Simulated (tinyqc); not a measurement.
Inside a calculation: propagation of a band-gap error through k.p and effective-mass formulas. Values are carried at full precision from step to step, so a last printed digit may differ when a step is redone from the rounded ones.

Chain, for a gap E (the reference Eg or another value), with Ep and Dso kept: 1/me = 1 + Ep (E + 2 Dso/3)/(E (E + Dso)); g* = 2 - 2 Ep Dso/(3 E (E + Dso)); g1(E) = g1 + (Ep/3)(1/E - 1/Eg), g2(E) = g2 + (Ep/6)(1/E - 1/Eg), light hole 1/(g1 + 2 g2), heavy hole 1/(g1 - 2 g2) along [100]; optical constant ei(E) = 1 + (ei - 1)(EP/(EP + E - Eg))^2, static e0(E) = ei(E) + e0 - ei.

Constants: Ry = 13.60569312 eV; a0 (Bohr radius) = 0.5291772105 angstrom; kB = 8.617333262e-05 eV/K; hbar^2/2m0 = 3.80998211 eV angstrom^2.

Inputs chosen for the exercise (reference values near those of GaAs, gap at low temperature; shifted at random, so the results belong to these values and not to a real crystal):
```
symbol  value  unit        meaning
Eg      1.537  eV          gap at Gamma to the s-like level
Dso     0.344  eV          spin-orbit splitting
Ep      25.8   eV          Kane energy
g1      7.01               Luttinger gamma1
g2      2.06               gamma2
e0      13.05              static dielectric constant
ei      11                 optical dielectric constant
EP      5.15   eV          mean (Penn) gap
Eg2     1.814  eV          a wrong gap, of the size a hybrid functional can give
mh      0.49   m0          density-of-states mass of the holes
T       77     K           temperature
k       0.034  1/angstrom  wave vector
```

## Masses, g factor and screening for both gaps

Evaluate the chain at Eg and at Eg2.

Band values at the two gaps:
```
quantity,at Eg,at Eg2,ratio
me,0.05966,0.06912,1.159
g*,-0.04656,0.4885,-
g1,7.010,6.156,0.878
g2,2.060,1.633,0.793
light hole,0.08985,0.1061,1.181
heavy hole,0.3460,0.3460,1.000
ei,11.00,10.01,0.910
e0,13.05,12.06,0.924
```

The gap is off by a factor of 1.18; the electron mass follows with 1.16 and the light hole with 1.18, while the heavy hole, which does not couple to the conduction level, keeps its value. The optical constant changes less, by -9 %, as it answers to the mean gap, which shifts by the same +0.28 eV on a base of 5.15 eV. g* moves by +0.54; near zero it is a difference of larger terms, and remote bands, left out here, shift it by tenths.

## Binding energies and densities for both gaps

Donor: R = Ry me/e0^2, a_B = a0 e0/me, Mott density (0.26/a_B)^3. Nc, Nv = 2 (m kT/(4 pi c))^(3/2), c = hbar^2/2m0, ni = sqrt(Nc Nv) exp(-E/2kT). Exciton: Ry mu/e0^2 with 1/mu = 1/me + g1(E). 1 angstrom^-3 = 1e24 cm^-3.

Use the values of the table.

Results:
```
quantity,at Eg,at Eg2,ratio
R (meV),4.766,6.471,1.36
a_B (angstrom),115.8,92.29,0.797
Mott density (cm^-3),1.133e+16,2.236e+16,1.97
Nc (cm^-3),4.755e+16,5.930e+16,1.25
ni (cm^-3),1.157e-33,1.113e-42,9.61e-10
exciton (meV),3.361,4.540,1.35
```

Power laws carry the error on: the donor energy (me/e0^2) by a factor of 1.36, the Mott density (cube of me/e0) by 1.97. ni, with its exponential, changes by a factor of 9.61e-10, that is 9.0 decades.

## A scissor shift and what it does not mend

A rigid shift D = Eg - Eg2 of the conduction band restores the gap but leaves the curvature, so the mass stays me(Eg2); redoing the sum 1/m = 1 + Ep (E + 2 Dso/3)/(E (E + Dso)) with E = Eg and the same Ep gives another mass. For optics, eps2 at the edge goes as |p|^2/E^2: a rigid shift keeps the dipole elements p/E, while shifting the energies under unchanged p scales eps2 by (Eg2/Eg)^2.

shift D = -0.277 eV
mass under a rigid shift = 0.0691 m0
mass from the sum with the corrected gap = 0.0597 m0
factor on eps2 if p is left unscaled = 1.393

The rigid shift leaves the mass off by a factor of 1.16. The mass from the corrected gap is the reference me(Eg) here, because the exercise keeps Ep fixed; a real correction of the gap depends on k and changes Ep as well.

## Far from the edge the relative error shrinks

Two-level dispersion E(k) = sqrt(E^2/4 + Ep c k^2) - E/2 at k/4, k, 4k for both gaps, c = hbar^2/2m0.

Energies above the edge:
```
k (1/angstrom),at Eg (eV),at Eg2 (eV),ratio
0.00850,0.0046,0.0039,0.848
0.03400,0.0707,0.0606,0.858
0.13600,0.7835,0.7180,0.916
```

The ratio tends to Eg/Eg2 = 0.85 at k = 0 and goes from 0.848 to 0.916: at large k both curves approach the same slope sqrt(Ep c), while their distance in eV grows towards |Eg - Eg2|/2.

## Checks

- Chain at E = Eg against the inputs g1, g2, ei, e0: they agree to 1e-10 or better.

Computed by tinyqc, a small Python program: `OMP_NUM_THREADS=1 python tinyqc.py 1850162 1850163 out.jsonl` (the numbers bound the seed that draws the inputs); one thread of a shared host (Intel(R) Xeon(R) Processor @ 2.30GHz), about 0.01 s for the whole set of steps.
